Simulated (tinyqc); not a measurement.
Inside a calculation. Method: RKS/exchange-only LDA in the 6-31g basis, for H3+, spin multiplicity 1. One step of it, computed by the program tinyqc.

Task: Iteration 2: DIIS coefficients. Solve [B -1; -1 0][c; lambda] = [0; -1] for the coefficients, which sum to one.

B (overlaps of the stored error matrices):
```
,1,2
1,1.4003485e-01,-2.3316904e-02
2,-2.3316904e-02,5.2854404e-03
```

Give: DIIS coefficients.

Result:

DIIS coefficients: 0.149  0.851
